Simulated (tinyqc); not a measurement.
Vertical double-diffused power MOSFET, components of the on-resistance: two steps of the calculation.

Stripe cells of pitch Wp + a, two channels a cell. Current flows through the channels, spreads in the accumulation layer, passes the gap between the p bodies and spreads at 45 degrees into the drift layer below them. Low drain voltage, full ionisation.

Inputs (values chosen for the exercise); bulk values close to those of 4H silicon carbide: temperature T = 300 K; relative permittivity eps_r = 9.77; critical-field constant Kc = 22100 V/cm per (cm^-3)^(1/8); rated breakdown voltage of the drift layer BV = 900 V; drift mobility at 300 K mud = 782 cm^2/(V s); temperature exponent of the drift mobility bt = 2.4; gate oxide thickness (eps_r 3.9) tox = 39 nm; gate overdrive Vov = 8 V; channel mobility mch = 15 cm^2/(V s); accumulation-layer mobility mac = 190 cm^2/(V s); channel length Lc = 0.7 um; width of the p body in one cell, channels included Wp = 6.8 um; gap between neighbouring p bodies a = 1.5 um; depth of the p body xp = 1.8 um; doping of the gap over the drift doping Nj = 2; built-in voltage of the body junction Vbi = 2.97 V; substrate and contact resistance Rs = 0.19 mohm cm^2.

Constants: q = 1.602176634e-19 C, eps0 = 8.8541878128e-14 F/cm where lengths are in cm. Results are converted to the units shown.

Problem 1. Drift layer. Triangular field at breakdown with Ec = Kc N^(1/8): BV = eps0 eps_r Ec^2/(2 q N), so N = (eps0 eps_r Kc^2/(2 q BV))^(4/3); W = 2 BV/Ec; mu = mud (T/300 K)^(-bt); rho = 1/(q mu N); ideal resistance rho W.

Give: drift doping N; Ec; drift thickness W; electron mobility mu at T; drift resistivity rho; ideal resistance.

Solution 1.

drift doping N = 1.6639e16 cm^-3
Ec = 2.3552 MV/cm
drift thickness W = 7.6426 um
electron mobility mu at T = 782.00 cm^2/(V s)
drift resistivity rho = 0.47969 ohm cm
ideal resistance = 0.36660 mohm cm^2

Problem 2. Components of the on-resistance. Pitch p = Wp + a, Cox = 3.9 eps0/tox; zero-bias depletion in the gap w0 = sqrt(2 eps0 eps_r Vbi/(q N Nj)), open gap g = a - 2 w0; R_ch = Lc p/(2 mch Cox Vov); R_acc = 0.6 a p/(4 mac Cox Vov), 0.6 being an empirical factor for current leaving the layer along its length; R_gap = (rho/Nj) xp p/g; spreading depth t = min(W, (p - g)/2); R_drift = (rho p/2) ln((g + 2 t)/g) + rho (W - t); R_on = the sum with Rs.

drift doping N = 1.6638976e16 cm^-3
drift thickness W = 7.6425697 um
electron mobility mu at T = 782 cm^2/(V s)
drift resistivity rho = 0.47968514 ohm cm

Give: w0; g; components; R_on; shares.

Solution 2.

w0 = 0.31044 um
g = 0.87911 um
components (mohm cm^2): channel 2.7341, accumulation 0.13876, gap 0.40760, drift 0.63555, substrate 0.19000
R_on = 4.1060 mohm cm^2
shares (%): channel 66.588, accumulation 3.379, gap 9.927, drift 15.478, substrate 4.627

The channel term is the largest. R_on is 11.2 times the ideal drift resistance rho W, and spreading raises the drift term to 1.73 times it.

tinyqc, about 0.01 s, one thread, Intel Xeon 2.30GHz (shared host): `OMP_NUM_THREADS=1 python tinyqc.py 2230104 2230105 out.jsonl`
